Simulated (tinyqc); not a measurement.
# One electron in a tunnel-coupled double dot: charge qubit, sensing and quantum capacitance: effects of single changes

Basis (left, right), H = [[ep/2, tc], [tc, -ep/2]], splitting Om = sqrt(ep^2 + 4 tc^2), ep = al times the gate voltage. In equilibrium the electron is on the right with the chance P_R = [1 + (ep/Om) tanh(Om/2 kB T)]/2.

Parameters, values chosen for the exercise:

| symbol | value | unit | meaning |
|---|---|---|---|
| tc | 20 | ueV | tunnel coupling |
| T | 0.059 | K | electron temperature |
| al | 0.26 | eV/V | lever arm of the gate on the detuning |
| f0 | 343 | MHz | resonator frequency |
| se | 1.1 | ueV | deviation of quasi-static detuning noise |

Constants: q = 1.602176634e-19 C, kB = 1.380649e-23 J/K, hbar = 1.054571817e-34 J s, h = 6.62607015e-34 J s, Vt = kB T/q. Results are converted to the units shown.

Each table varies one quantity; the others keep the values above.

## Line shape against detuning

q^2 al^2 dP_R/d(ep) splits into Cq = q^2 al^2 (2 tc^2/Om^3) tanh(Om/2 kB T) and Ct = q^2 al^2 (ep/Om)^2/(4 kB T cosh^2(Om/2 kB T)); Ct appears only if relaxation is faster than the drive. A resonator of frequency f0, capacitance Cp and quality factor Q shifts by df = -f0 Cq/(2 Cp) and its phase by -2 Q Cq/Cp. A Ct of 0 means below 1e-6 aF.

Result of one run:
```
ep (ueV),Om (ueV),P_R,Cq (aF),Ct (aF)
14,42.379,0.66510,113.78,0.055737
```

What becomes of these results when the detuning ep is changed from 14 to 140 ueV, all else the same?

Result of the changed run:
```
ep (ueV),Om (ueV),P_R,Cq (aF),Ct (aF)
140,145.60,0.98076,2.8070,0
```

The whole series:
```
ep (ueV),Om (ueV),P_R,Cq (aF),Ct (aF)
0,40.000,0.50000,135.28,0
14,42.379,0.66510,113.78,0.055737
28,48.826,0.78669,74.427,0.047277
42,58.000,0.86206,44.407,0.012408
56,68.819,0.90687,26.584,0.0018660
70,80.623,0.93412,16.534,2.0842e-4
84,93.038,0.95143,10.759,1.9607e-5
98,105.85,0.96292,7.3061,1.6592e-6
112,118.93,0.97087,5.1510,0
126,132.20,0.97656,3.7505,0
140,145.60,0.98076,2.8070,0
```

Cq falls from 135 to 2.81 aF, and Ct goes from 0 through a maximum of 0.0557 (at ep = 14 ueV among the rows listed) to 0 aF. Among the rows listed Ct reaches at most 0.0412 % of the peak of Cq, with tc/kB T = 3.9: the line is set by the coupling, and its half width is near 1.53 tc.

## Peak signal against tunnel coupling

At ep = 0: q^2 al^2 dP_R/d(ep) splits into Cq = q^2 al^2 (2 tc^2/Om^3) tanh(Om/2 kB T) and Ct = q^2 al^2 (ep/Om)^2/(4 kB T cosh^2(Om/2 kB T)); Ct appears only if relaxation is faster than the drive. The slope dP_R/d(ep) there is tanh(tc/kB T)/(4 tc).

Result of one run:
```
tc (ueV),tc/kB T,Cq (aF),slope (1/ueV),2 tc/h (GHz)
1.6,0.31470,515.65,0.047610,0.77376
```

What becomes of these results when the tunnel coupling tc is changed from 1.6 to 0.52 ueV, all else the same?

Result of the changed run:
```
tc (ueV),tc/kB T,Cq (aF),slope (1/ueV),2 tc/h (GHz)
0.52,0.10228,530.72,0.049001,0.25147
```

The whole series:
```
tc (ueV),tc/kB T,Cq (aF),slope (1/ueV),2 tc/h (GHz)
0.52,0.10228,530.72,0.049001,0.25147
0.91,0.17898,526.95,0.048653,0.44007
1.6,0.31470,515.65,0.047610,0.77376
2.8,0.55072,484.54,0.044738,1.3541
4.9,0.96377,412.20,0.038059,2.3696
8.6,1.6915,294.17,0.027161,4.1589
15,2.9503,179.53,0.016576,7.2540
26,5.1139,104.13,0.0096147,12.574
46,9.0476,58.863,0.0054348,22.246
81,15.932,33.428,0.0030864,39.171
```

The peak Cq falls from 531 to 33.4 aF: it levels off at q^2 al^2/(4 kB T) = 533 aF for weak coupling and goes as tc^(-1.00) between the last two rows. Below tc of about kB T the slope measures temperature rather than coupling. For tc = 0.52, 0.91, 1.6 2 tc/h is less than three times the drive frequency f0, so the electron cannot follow adiabatically.

## Coherence against detuning

Noise in ep shifts Om by (ep/Om) d + (2 tc^2/Om^3) d^2. For Gaussian d of deviation se the spread of Om is sqrt[(ep se/Om)^2 + 2 (2 tc^2 se^2/Om^3)^2], and T2* is estimated as sqrt(2) hbar/spread; Om T2*/h counts the oscillations within T2*.

Coherence against detuning:
```
ep (ueV),Om (ueV),T2* (ns),oscillations within T2*
0,40.00,43.52,420.9
1,40.01,26.73,258.6
2,40.05,15.80,153.0
4,40.20,8.351,81.17
8,40.79,4.296,42.38
16,43.08,2.277,23.71
30,50.00,1.410,17.05
60,72.11,1.017,17.73
120,126.5,0.8920,27.28
```

Read the table: what changes, and by how much?

T2* falls from 43.5 to 0.892 ns, towards sqrt(2) hbar/se = 0.846 ns far from the anticrossing; the first row is 48.8 times the last. First and second order are equal near ep = sqrt(2) se/2 = 0.778 ueV.

Numbers from tinyqc (`OMP_NUM_THREADS=1 python tinyqc.py 2470114 2470115 out.jsonl`; about 0.01 s on one thread of a shared Intel Xeon 2.30GHz).
